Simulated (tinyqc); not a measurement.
Gate voltage for a given inversion charge.

Problem. p-type body, charge-sheet picture, depletion and inversion only, full ionisation (an idealisation for deep acceptors), Boltzmann statistics (rough once Na exp(x - xn) passes about Nc/7). In units of Vt: xg = (Vg - Vfb)/Vt, x = psi/Vt, G = gamma/sqrt(Vt), xn = (2 phiF + Vc)/Vt. The implicit equation is (xg - x)^2 = G^2 [x - 1 + exp(x - xn)] for x above about 3. Cox = eps0 eox/tox. ni = sqrt(Nc Nv) exp(-Eg/(2 Vt)), Eg in volts; phiF = Vt ln(Na/ni); gamma = sqrt(2 q eps0 eps_r Na)/Cox. N_inv = (Cox Vt G/q) [sqrt(x - 1 + exp(x - xn)) - sqrt(x - 1)]. Find x - xn, psi and Vg.

Parameters, values chosen for the exercise; band and dielectric values close to those of silicon: temperature T = 300 K; band gap Eg = 1.11 eV; relative permittivity eps_r = 11.8; conduction-band density of states at T Nc = 2.77e19 cm^-3; valence-band density of states at T Nv = 2.6e19 cm^-3; relative permittivity of the gate insulator (close to aluminium oxide) eox = 8.91; insulator thickness tox = 14 nm; acceptor density Na = 4.3e17 cm^-3; flat-band voltage Vfb = -0.71 V; channel-body voltage Vc = 0.2 V.

Constants: q = 1.602176634e-19 C, kB = 1.380649e-23 J/K, Vt = kB T/q, eps0 = 8.8541878128e-14 F/cm where lengths are in cm. Results are converted to the units shown.

N_inv = 7.6e10 cm^-2

Solution. N_inv rises steadily with x, so it fixes x; the implicit equation then gives xg directly.

x - xn = 0.970
psi = 1.12 V
Vg = 1.14 V

Numbers from tinyqc (`OMP_NUM_THREADS=1 python tinyqc.py 2122130 2122131 out.jsonl`; about 0.01 s on one thread of a shared Intel Xeon 2.30GHz).
